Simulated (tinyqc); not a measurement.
# Superjunction drift layer against a plain one, charge balance, step by step

tinyqc, about 0.01 s, one thread, Intel Xeon 2.30GHz (shared host): `OMP_NUM_THREADS=1 python tinyqc.py 2590063 2590064 out.jsonl` Printed values are rounded.

Alternating n and p pillars of equal width wp, doping N and length Lp. When depleted, the lateral field peaks at Ex = q N wp/(2 eps0 eps_r) at the pillar junctions and a uniform vertical field Ey is added; breakdown is taken where Ex^2 + Ey^2 = Ef^2. Only the n pillars conduct, narrowed by the zero-bias depletion. A first-order model: the field peaks at the pillar ends are left out.

Inputs (values chosen for the exercise); values close to those of gallium nitride:
- eps_r = 9.5 (relative permittivity of the semiconductor)
- E16 = 2.9 MV/cm (critical field at a doping of 1e16 cm^-3)
- mx = 1070 cm^2/(V s) (mobility at low doping)
- mi = 59.8 cm^2/(V s) (mobility at high doping)
- Nr = 2e17 cm^-3 (reference doping of the mobility)
- BV = 2800 V (wanted breakdown voltage)
- wp = 1 um (width of each pillar)
- Ef = 2.6 MV/cm (critical field inside the pillars)
- a = 0.79 (lateral peak field as a share of Ef)
- Vb = 2.8 V (built-in voltage of the pillar junctions)
- dl = -1 % (charge imbalance (Nn - Np)/N)

Constants: q = 1.602176634e-19 C, eps0 = 8.8541878128e-14 F/cm where lengths are in cm. Results are converted to the units shown.

## Iteration 1: doping of the plain drift layer

N at the start = 1e14 cm^-3

Ec(N) = E16 (N/1e16 cm^-3)^(1/8); N(new) = eps0 eps_r Ec(N)^2/(2 q BV).

Ec = 1.63079 MV/cm
N after iteration 1 = 2.49327e15 cm^-3

## Iteration 2: doping of the plain drift layer

As before.

Ec = 2.43778 MV/cm
N after iteration 2 = 5.57137e15 cm^-3

## Course of the iteration: doping of the plain drift layer

Stop when N changes by less than 1e8 cm^-3, or after 40 iterations.

Course of the iteration:

| iteration | N (cm^-3) | \|change\| (cm^-3) |
|---|---|---|
| 1 | 2.49327e15 | 2.39e15 |
| 2 | 5.57137e15 | 3.08e15 |
| 3 | 6.81178e15 | 1.24e15 |
| 4 | 7.16284e15 | 3.51e14 |
| 5 | 7.25339e15 | 9.06e13 |
| 6 | 7.27621e15 | 2.28e13 |
| 7 | 7.28193e15 | 5.72e12 |
| 8 | 7.28335e15 | 1.43e12 |
| 9 | 7.28371e15 | 3.57e11 |
| 10 | 7.28380e15 | 8.94e10 |
| 11 | 7.28382e15 | 2.23e10 |
| 12 | 7.28383e15 | 5.59e9 |
| 13 | 7.28383e15 | 1.40e9 |
| 14 | 7.28383e15 | 3.49e8 |
| 15 | 7.28383e15 | 8.73e7 |

Converged in 15 iterations. At the end each change is about 0.25 times the one before: linear convergence.

## Thickness and resistance of the plain layer

N of the plain layer = 7.28383e15 cm^-3

Ec(N) = E16 (N/1e16 cm^-3)^(1/8), mu(N) = mi + (mx - mi)/(1 + (N/Nr)^0.9). W = 2 BV/Ec, Rsp = W/(q mu N).

mu = 1021.23 cm^2/(V s)
W = 20.0907 um
Rsp = 1.68577 mohm cm^2

## Design of the pillars

Ex = a Ef gives N = 2 eps0 eps_r a Ef/(q wp); Ey = Ef sqrt(1 - a^2); Lp = BV/Ey; xd = sqrt(eps0 eps_r Vb/(q N)) on each side; Rsp = 2 Lp/(q mu(N) N (1 - 2 xd/wp)). mu(N) = mi + (mx - mi)/(1 + (N/Nr)^0.9).

N = 2.15671e17 cm^-3
Ey = 1.59408 MV/cm
Lp = 17.5650 um
xd = 0.0825589 um
Rsp = 0.222311 mohm cm^2

The pillars have an aspect ratio of 17.6. Their doping is 29.6 times, and their Rsp 0.132 times, that of the plain layer.

## Loss of breakdown voltage by imbalance

An imbalance dl leaves the mean net doping |dl| N/2, which tilts the vertical field by s = q |dl| N/(2 eps0 eps_r): BV(dl) = Ey Lp - s Lp^2/2, or Ey^2/(2 s) if the field reaches zero inside the pillar.

tilt s = 20.54 kV/(cm um)
BV(dl) = 2483.14 V
loss = 11.3164 %
